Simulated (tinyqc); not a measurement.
Rapid thermal processing of a wafer: radiative balance, ramp and cooling, pattern effects, pyrometer error and spike budget: one step, computed by the program tinyqc.

The wafer is opaque and uniform through its thickness unless said otherwise; temperatures in formulas are in kelvin (C + 273.15). sigma = 5.670374419e-12 W/(cm^2 K^4).

Question. Power to hold and to ramp. Effective emissivity between parallel grey plates: eps_eff = 1/(1/eps + 1/(1 - r) - 1). Loss per area q(T) = 2 eps_eff sigma (T^4 - T_w^4) + h (T - T_w). Absorbed power during a ramp = q(T) + C d x ramp rate; thermal time constant tau = C d/(dq/dT), dq/dT = 8 eps_eff sigma T^3 + h; natural cooling rate q/(C d); front-to-back difference under one-sided heating at the end of the ramp = (absorbed power) d/(2 k).

Inputs (values chosen for the exercise, modelled on a hot silicon wafer):

| quantity | value | unit |
|---|---|---|
| wafer thickness d | 525 | micrometre |
| heat capacity per volume C | 2 | J/(cm^3 K) |
| thermal conductivity k | 0.22 | W/(cm K) |
| emissivity eps of each face | 0.64 | - |
| reflectivity of the chamber walls r | 0.096 | - |
| gas heat-transfer coefficient h, both faces together | 0.97 | mW/(cm^2 K) |
| wall temperature T_w | 300 | K |
| process temperature | 862 | C |
| ramp rate | 21 | K/s |

Give: eps_eff; holding power q; power at the end of the ramp; dq/dT; time constant tau; natural cooling rate; front-to-back difference.

Answer.

eps_eff = 0.59927

holding power q = 12.039 W/cm^2

power at the end of the ramp = 14.244 W/cm^2

dq/dT = 40.733 mW/(cm^2 K)

time constant tau = 2.5777 s

natural cooling rate = 114.66 K/s

front-to-back difference = 1.6996 K

Radiation carries 93 % of the loss. The ramp needs 1.2 times the holding power.
